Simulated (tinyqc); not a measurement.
Worked calculation: sp3 tight binding, zinc-blende lattice. Computed by tinyqc, a small Python program that keeps every step. Command: `OMP_NUM_THREADS=1 python tinyqc.py 20140 20141 out.jsonl` (the two numbers bound the seeds that draw the settings). One thread of a shared host (Intel(R) Xeon(R) Processor @ 2.60GHz), about 0.01 s of CPU time with the checks.

## Bloch Hamiltonian at k

Parameters chosen for this model: zinc-blende lattice, anion at 0, cation at a/4 (1,1,1); V = eta hbar^2 / (m d^2), hbar^2/m = 7.619964 eV angstrom^2:
```
parameter          value      unit
a               5.810000  angstrom
d               2.515804  angstrom
Es anion      -13.320000        eV
Ep anion       -6.850000        eV
Es cation     -13.320000        eV
Ep cation      -6.850000        eV
eta ss         -1.460000
eta sp          1.910000
eta pp sigma    2.530000
eta pp pi      -0.810000
V ss           -1.757730        eV
V sp            2.299496        eV
V pp sigma      3.045930        eV
V pp pi        -0.975179        eV
```

k point k (2 pi / a): -0.0500  0.3700  -0.7600

Slater-Koster rules over the four bonds with direction cosines (l, m, n): ss V_ss; s-px l V_sp; px-s -l V_sp; px-px l^2 V_pps + (1 - l^2) V_ppp; px-py l m (V_pps - V_ppp); each times exp(i k.d).

H(k) at k (eV), lower triangle (Hermitian):
```
                  a s             a px            a py             a pz
a s          -13.3200
a px           0.0000          -6.8500
a py           0.0000           0.0000         -6.8500
a pz           0.0000           0.0000          0.0000          -6.8500
c s   -2.1566-0.2816i  -2.7025-0.1282i  0.3238+1.0700i  -0.0842-4.1141i
c px   2.7025+0.1282i   0.4481+0.0585i  0.0850+4.1536i  -0.3269-1.0803i
c py  -0.3238-1.0700i   0.0850+4.1536i  0.4481+0.0585i   2.7284+0.1294i
c pz   0.0842+4.1141i  -0.3269-1.0803i  2.7284+0.1294i   0.4481+0.0585i

           c s     c px     c py     c pz
c s   -13.3200
c px    0.0000  -6.8500
c py    0.0000   0.0000  -6.8500
c pz    0.0000   0.0000   0.0000  -6.8500
```

## Levels at k

Diagonalise the Hermitian matrix.

eigenvalues (eV): -17.6526  -14.9431  -12.1688  -11.4276  -4.4635  -3.6631  -2.0854  -1.3360

weights |c|^2 of the basis functions:
```
      band 1  band 2  band 3  band 4  band 5  band 6  band 7  band 8
a s   0.4209  0.3147  0.0070  0.0066  0.1698  0.0668  0.0068  0.0075
a px  0.0125  0.0772  0.2262  0.1012  0.1514  0.0738  0.1904  0.1673
a py  0.0065  0.0181  0.1977  0.2758  0.0011  0.0101  0.2817  0.2092
a pz  0.0601  0.0900  0.0691  0.1165  0.1777  0.3493  0.0212  0.1160
c s   0.4209  0.3147  0.0070  0.0066  0.1698  0.0668  0.0068  0.0075
c px  0.0125  0.0772  0.2262  0.1012  0.1514  0.0738  0.1904  0.1673
c py  0.0065  0.0181  0.1977  0.2758  0.0011  0.0101  0.2817  0.2092
c pz  0.0601  0.0900  0.0691  0.1165  0.1777  0.3493  0.0212  0.1160
```

## Bloch Hamiltonian at X

k point X (2 pi / a): 1  0  0

As before.

H(k) at X (eV), lower triangle (Hermitian):
```
                 a s            a px            a py            a pz
a s         -13.3200
a px          0.0000         -6.8500
a py          0.0000          0.0000         -6.8500
a pz          0.0000          0.0000          0.0000         -6.8500
c s           0.0000  0.0000+5.3105i          0.0000          0.0000
c px  0.0000-5.3105i          0.0000          0.0000          0.0000
c py          0.0000          0.0000          0.0000  0.0000-5.3615i
c pz          0.0000          0.0000  0.0000-5.3615i          0.0000

           c s     c px     c py     c pz
c s   -13.3200
c px    0.0000  -6.8500
c py    0.0000   0.0000  -6.8500
c pz    0.0000   0.0000   0.0000  -6.8500
```

## Levels at X

As before.

eigenvalues (eV): -16.3032  -16.3032  -12.2115  -12.2115  -3.8668  -3.8668  -1.4885  -1.4885

## Bands along a path

The same steps at evenly spaced points between the labelled ones.

Bands along the path (eV):
```
k           band 1    band 2    band 3    band 4   band 5   band 6   band 7   band 8
L         -18.1621  -15.3176  -10.2611  -10.2611  -5.9681  -3.4389  -3.4389  -0.8923
L-G 0.33  -19.0629  -13.6738   -9.8931   -9.8931  -5.9654  -3.8069  -3.8069  -1.6379
L-G 0.67  -20.0172  -10.6916   -8.9735   -8.9735  -5.9809  -4.7265  -4.7265  -3.6503
G         -20.3509   -8.3108   -8.3108   -8.3108  -6.2891  -5.3892  -5.3892  -5.3892
G-X 0.33  -19.9014  -10.3648   -9.8142   -9.8142  -5.0925  -4.9813  -3.8858  -3.8858
G-X 0.67  -18.5386  -13.4240  -11.5503  -11.5503  -4.4165  -3.9609  -2.1497  -2.1497
X         -16.3032  -16.3032  -12.2115  -12.2115  -3.8668  -3.8668  -1.4885  -1.4885
X-W 0.33  -16.3032  -16.3032  -12.2115  -12.2115  -3.8668  -3.8668  -1.4885  -1.4885
X-W 0.67  -16.3032  -16.3032  -12.2115  -12.2115  -3.8668  -3.8668  -1.4885  -1.4885
W         -16.3032  -16.3032  -12.2115  -12.2115  -3.8668  -3.8668  -1.4885  -1.4885
```

With 4 band(s) filled, the highest filled level on these points lies at G and the lowest empty one at G: a gap of 2.0217 eV, direct.
